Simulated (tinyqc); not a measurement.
Parabolic quantum dot in a magnetic field (Fock-Darwin): one step. Singlet and triplet of two electrons. Two cases, with inputs chosen for the exercise.

Task: Give J0, the triplet less the singlet, and J0/W.

Two electrons, first order in the Coulomb energy: the singlet (0,0)^2 has 2W + J0 and the lowest triplet (0,0)(0,1) has 3W - wc/2 + J0/2 - Ez, with J0 = sqrt(pi/2) q/(eps lam), q = e^2/(4 pi eps0), Ez = |gs| muB B.

Constants: e^2/(4 pi eps0) = 14.39964547 eV angstrom.

Case 1.

Values chosen (out of a larger set: near those of a gate-defined dot in Si; not measured data): eps = 11.6 (dielectric constant).

hbar W = 7.311677 meV
hbar wc = 4.224039 meV
Zeeman energy = 0.800105 meV
lam = 75.280 angstrom

Case 2.

Values chosen (out of a larger set: near those of a gate-defined dot in Si; not measured data): eps = 12 (dielectric constant).

hbar W = 1.617650 meV
hbar wc = 1.925399 meV
Zeeman energy = 0.347534 meV
lam = 157.455 angstrom

Give: J0; E(T) - E(S); J0/W.

Result:

Case 1.

J0 = 20.667 meV
E(T) - E(S) = -5.934 meV
J0/W = 2.83

Case 2.

J0 = 9.552 meV
E(T) - E(S) = -4.468 meV
J0/W = 5.90

The triplet is lower at this order. J0 exceeds W, so first order overstates the interaction and the result is only a guide.

Computed by tinyqc, one run a case: `OMP_NUM_THREADS=1 python tinyqc.py N N+1 out.jsonl` with N = 1281879, 1282178; one thread of a shared Intel(R) Xeon(R) Processor @ 2.30GHz, about 0.07 s a run at most.
